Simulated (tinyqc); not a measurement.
From results back to parameters: statistics of electrons in three, two and one dimensions. Three cases, with inputs chosen for the exercise.

Problem. A sheet with one subband has n2 = (2/lambda^2) ln(1 + exp(eta)).

One band edge at E = 0, lambda = sqrt(4 pi c/(m1 kT)) with c = hbar^2/2m0. Densities with spin: n3 = (2/lambda^3) F_1/2(eta), n2 = (2/lambda^2) F_0(eta) with F_0 = ln(1 + exp(eta)), n1 = (2/lambda) F_-1/2(eta). F_j(eta) = (1/Gamma(j + 1)) integral_0^infinity x^j dx/(1 + exp(x - eta)), which tends to exp(eta) for eta << 0.

Constants: hbar^2/2m0 = 3.80998211 eV angstrom^2; kB = 8.617333262e-05 eV/K.

Case 1.

Values chosen (out of a larger set: near those of Si, lowest valleys alone; not measured data): m1 = 0.189 m0 (mass of one isotropic band with spin); T = 265 K.

n2 = 4.53323e+12 1/cm^2

Case 2.

Values chosen (out of a larger set: near those of Si, lowest valleys alone; not measured data): m1 = 0.197 m0 (mass of one isotropic band with spin); T = 300 K.

n2 = 4.52359e+11 1/cm^2

Case 3.

Values chosen (out of a larger set: near those of InSb, lowest valleys alone; not measured data): m1 = 0.0131 m0 (mass of one isotropic band with spin); T = 200 K.

n2 = 2.57249e+11 1/cm^2

Find: n2 lambda^2/2; eta; EF above the subband edge.

Solution. eta = ln(exp(n2 lambda^2/2) - 1), with n2 in 1/angstrom^2.

Case 1.

n2 lambda^2/2 = 2.5144
eta = 2.430
EF above the subband edge = 55.49 meV

Case 2.

n2 lambda^2/2 = 0.2126
eta = -1.440
EF above the subband edge = -37.23 meV

Case 3.

n2 lambda^2/2 = 2.7276
eta = 2.660
EF above the subband edge = 45.84 meV

Computed by tinyqc, one run a case: `OMP_NUM_THREADS=1 python tinyqc.py N N+1 out.jsonl` with N = 1652096, 1652110, 1652164; one thread of a shared Intel(R) Xeon(R) Processor @ 2.30GHz, about 0.01 s a run at most.
